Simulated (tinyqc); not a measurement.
Defect, radiative and Auger recombination at equal electron and hole densities (ABC model), step by step. Values are carried at full precision from step to step, so a last printed digit may differ when a step is redone from the rounded ones.

J/(e d) = Ae n + B n^2 + C n^3 with Ae = A + 4 S/w (four side walls, carriers spread evenly), e = 1.602176634e-19 C, lengths in cm; internal efficiency IQE = B n^2/(Ae n + B n^2 + C n^3); all injected carriers recombine in the layer.

Values chosen for the exercise (orders of magnitude like those quoted for GaAs; the results hold for these values, not for the real material):
```
symbol  value    unit        meaning
A       5500000  1/s         defect rate
B       1.6e-10  cm^3/s      radiative coefficient
C       2.1e-30  cm^6/s      Auger coefficient
S       0        cm/s        recombination velocity of the side walls
w       25       micrometre  side of the square mesa
d       52       nm          active thickness
J       2100     A/cm^2      current density
ex      0.76                 extraction efficiency
Eph     1.44     eV          photon energy
```

## The efficiency peak

IQE peaks at n_p = sqrt(Ae/C); with Q = B/sqrt(Ae C), IQE_max = Q/(Q + 2).

Ae = 5.500e+06 1/s
n_p = 1.618e+18 1/cm^3
Q = 47.08
IQE_max = 0.959
J at the peak = 364 A/cm^2

The side walls are taken as passivated.

## Carrier density at the given current

G = J/(e d). Newton steps from the smallest of G/Ae, sqrt(G/B) and (G/C)^(1/3); stop when the relative step is below 1e-9.

G = 2.521e+27 1/(cm^3 s)

Newton steps:
```
step  n (1/cm^3)   rate/G  relative step
1     3.9691e+18  1.06076         -0.028
2     3.8577e+18  1.00091       -0.00045
3     3.8560e+18  1.00000       -1.1e-07
4     3.8560e+18  1.00000       -6.1e-15
```

n = 3.856e+18 1/cm^3

The start is an upper bound and the function is convex, so the steps fall monotonically; 4 are needed.

## Shares, lifetimes and light

Shares of the three paths; lifetime n/G = 1/(Ae + B n + C n^2); differential lifetime 1/(Ae + 2 B n + 3 C n^2) and bandwidth 1/(2 pi tau_d); optical power density ex IQE J Eph/e.

shares: defect 0.0084, radiative 0.9438, Auger 0.0478

lifetime = 1.53 ns
differential lifetime = 0.750 ns
bandwidth = 212 MHz
optical power density = 2.17e+03 W/cm^2

The radiative path is the largest; the device runs above its efficiency peak, where the defect and Auger shares are equal. At this density the bands are degenerate: B saturates and stimulated emission, left out, would clamp n in a laser cavity.

## Checks

- Density from Newton steps against bisection (1/cm^3): both 3.8560e+18.

(tinyqc, `OMP_NUM_THREADS=1 python tinyqc.py 1682667 1682668 out.jsonl`, Intel(R) Xeon(R) Processor @ 2.30GHz, 1 thread, shared host, about 0.01 s.)
